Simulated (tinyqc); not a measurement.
Dopants and charged point defects at anneal temperature: Fermi-level effect, clustering and pairing. Changing the total dopant density N. Computed by tinyqc, a small Python program. Command: `OMP_NUM_THREADS=1 python tinyqc.py 3030099 3030100 out.jsonl pairing sweep`. One thread of a shared host (Intel(R) Xeon(R) Processor @ 2.30GHz), about 0.04 s of CPU time with the checks.

Boltzmann statistics and full ionisation of active dopants. Energies are counted from the valence band; the defect (a vacancy or self-interstitial) has five charge states, with all degeneracy factors one.

Inputs (values chosen for the exercise, with bands modelled on GaAs):
```
quantity                                         value    unit
gap at 0 K E_g0                                   1.54      eV
Varshni alpha                                 0.000525    eV/K
Varshni beta                                       198       K
electron mass m_e                                0.068     m_0
valleys M_c                                          1       -
hole mass m_h                                    0.525     m_0
anneal temperature T                              1060       K
formation enthalpy of the neutral defect H_f      3.56      eV
formation entropy S_f                              3.7     k_B
site density N_s                               4.7e+22   cm^-3
intrinsic dopant diffusivity D_i               4.3e-15  cm^2/s
anneal time t                                        3       s
dopant atoms per cluster k                           4       -
cluster binding energy E_b                        1.94      eV
```

Dopant: donor. Second part: clustering of the dopant.

defect levels as fractions of E_g(T): (2+/+), (+/0), (0/-), (-/2-): 0.19  0.29  0.61  0.78

Constants: m_0 = 9.1093837015e-31 kg; k_B = 1.380649e-23 J/K; h = 6.62607015e-34 J s; k_B = 8.617333262e-05 eV/K.

Method:
- E_g = E_g0 - alpha T^2/(T + beta).
- N_c = 2 M_c (2 pi m_e k_B T/h^2)^(3/2) and N_v = 2 (2 pi m_h k_B T/h^2)^(3/2), masses in units of m_0.
- n_i = sqrt(N_c N_v) exp(-E_g/2 k_B T); E_i = E_g/2 + (k_B T/2) ln(N_v/N_c).
- n = A/2 + sqrt(A^2/4 + n_i^2) for an active density A.
- k ionised dopants and k carriers form one neutral cluster: C = N_s (A/N_s)^k (n/N_b)^k exp(E_b/k_B T), N_b the effective density of states of the majority band, and N = A + k C (60 bisections in ln A between ln N - 90 and ln N).
- chi = n/n_i (for acceptors n_i/p); E_F = E_i + k_B T ln chi; field enhancement h = 1 + A/sqrt(A^2 + 4 n_i^2).
- C_0 = N_s exp(S_f/k_B) exp(-H_f/k_B T). Ratios to the neutral state at E_F = E_i: r_+ = exp((E(+/0) - E_i)/k_B T), r_2+ = r_+ exp((E(2+/+) - E_i)/k_B T), r_- = exp((E_i - E(0/-))/k_B T), r_2- = r_- exp((E_i - E(-/2-))/k_B T); at other E_F state q scales as chi^(-q). The enhancement is sum r_q chi^(-q)/sum r_q. The charge on the defects is left out of neutrality.
- If every charge state of the defect carries the dopant equally well, D = D_i x enhancement x h x (active share A/N, a rough stand-in that overstates the dA/dN which immobile clusters call for), D_i being an input held fixed when T or H_f is moved; diffusion length 2 sqrt(D t).

One run for each value:
```
total dopant density N (cm^-3)  active density A (cm^-3)  enhancement over intrinsic       D/D_i  E_F (eV)  mean charge (e)
1.00e+17                                      1.0000e+17                  2.6244e+00  4.6954e+00    0.7732          -1.1314
3.00e+17                                      3.0000e+17                  9.7810e+00  1.9249e+01    0.8636          -1.5122
9.00e+17                                      9.0000e+17                  5.9432e+01  1.1864e+02    0.9627          -1.7889
3.00e+18                                      2.9945e+18                  5.6114e+02  1.1200e+03    1.0723          -1.9290
8.00e+18                                      6.1863e+18                  2.3070e+03  3.5678e+03    1.1386          -1.9647
2.00e+19                                      7.8469e+18                  3.6840e+03  2.8907e+03    1.1603          -1.9720
7.00e+19                                      9.5886e+18                  5.4729e+03  1.4993e+03    1.1786          -1.9770
2.00e+20                                      1.1057e+19                  7.2559e+03  8.0231e+02    1.1916          -1.9800
7.00e+20                                      1.2994e+19                  9.9897e+03  3.7086e+02    1.2064          -1.9830
2.00e+21                                      1.4837e+19                  1.2997e+04  1.9283e+02    1.2185          -1.9851
```

Over the rows, active density A (cm^-3) rises from 1.00e17 to 1.48e19 (exponent d ln y / d ln x 1.00 between the first rows and 0.13 between the last); enhancement over intrinsic rises from 2.62 to 13000 (exponent d ln y / d ln x 1.2 between the first rows and 0.25 between the last); D/D_i goes from 4.70 through a maximum among these rows, 3570 at 8.00e18, to 193. At the low end the exponent of active density A is 1.00, close to 1: no clustering. Once clusters hold most of the dopant and A exceeds n_i, the exponent of A tends to 1/(2k) = 0.125; between the last rows it is 0.126.

Caution (rows 3.00e18, 8.00e18, 2.00e19, 7.00e19, 2.00e20, 7.00e20, 2.00e21): the carrier density exceeds the effective density of states, where Boltzmann statistics understate the shift of E_F and so the density of charged defects (gap narrowing, also left out, works the other way). Caution (rows 3.00e18, 8.00e18, 2.00e19, 7.00e19, 2.00e20, 7.00e20): so large an enhancement assumes that highly charged defects carry the dopant as well as neutral ones; measured enhancements are far smaller.

Extremes, crossings and ranges named in words are read from the listed rows.
